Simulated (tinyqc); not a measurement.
Sensitivity of the reflectance: thin-film optics by transfer matrices.

Indices N = n + i k. Snell: N0 sin(theta) = N_j sin(theta_j), with Im(N_j cos theta_j) >= 0. Admittance y_j = N_j cos theta_j for s and N_j/cos theta_j for p. Phase delta_j = 2 pi N_j cos theta_j d_j/lambda. Layer matrix [[cos delta, -i sin delta/y], [-i y sin delta, cos delta]], multiplied from the top down to M. (B, C) = M (1, y_sub); r = (y0 B - C)/(y0 B + C), R = |r|^2, T = 4 Re y0 Re y_sub/|y0 B + C|^2, absorbed in the films 1 - R - T.

Parameters, chosen for this exercise (indices near those of HfO2, SiO2 on Cu; the results hold for these values, not for the real material):
- lam = 193 nm (vacuum wavelength)
- n0 = 1 (ambient index)
- n = (2.765, 1.56, 0.956) (n of HfO2, SiO2, substrate)
- k = (0.578, 0, 1.448) (k in the same order)
- d = (5.4, 8.9) nm (thicknesses, top first)
- theta = 60 degrees (angle of incidence)

R for both polarisations.

One parameter was then changed.

Results before and after:
```
case        R_s     R_p     T_s
base     0.1275  0.0731  0.3600
changed  0.1151  0.0725  0.3727
```

Which of these changes was made? (a) d = (10.4, 8.9) nm; (b) k = (0.578, 0, 1.603); (c) theta = 65 degrees; (d) lam = 198 nm; (e) n = (2.82, 1.56, 0.956).

Answer: (d) lam = 198 nm. Of the candidates, run in turn, only this one gives the changed row.

All candidates:
```
case                        R_s     R_p     T_s
base                     0.1275  0.0731  0.3600
d = (10.4, 8.9) nm       0.4553  0.1047  0.1497
n = (2.82, 1.56, 0.956)  0.1440  0.0749  0.3498
k = (0.578, 0, 1.603)    0.1081  0.0777  0.3566
lam = 198 nm             0.1151  0.0725  0.3727
theta = 65 degrees       0.1693  0.1019  0.3376
```

Program tinyqc; command `OMP_NUM_THREADS=1 python tinyqc.py 1652672 1652673 out.jsonl`; about 0.01 s on one thread of a shared Intel(R) Xeon(R) Processor @ 2.30GHz.
